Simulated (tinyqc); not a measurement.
# Field, mass and barrier from the scaled variables

Inverse problem. A barrier edge falls as U0 - F x over a width d with F = V/d. With e = (C F^2/m1)^(1/3), C = hbar^2/(2 m0), the Airy arguments at its edges are z1 = (U0 - E)/e and z2 = (U0 - V - E)/e. Find e, m1 and U0.

Parameters, values chosen for the exercise:
```
symbol,value,unit,meaning
E,0.321,eV,electron energy
d,1.4,nm,barrier width
V,0.85,V,voltage across the barrier
```

Constants: q = 1.602176634e-19 C, hbar = 1.054571817e-34 J s, m0 = 9.1093837015e-31 kg, hbar^2/(2 m0) = 0.0380998212 eV nm^2. Results are converted to the units shown.

z1 and z2: [2.2058719, 0.46816002]

Answer. z1 - z2 = V/e gives e, its definition gives m1, and U0 = E + z1 e.

e = 0.489 eV
m1 = 0.120 m0
U0 = 1.40 eV

Program tinyqc, `OMP_NUM_THREADS=1 python tinyqc.py 2580002 2580003 out.jsonl`; Intel Xeon 2.30GHz, shared host, one thread, about 0.01 s.
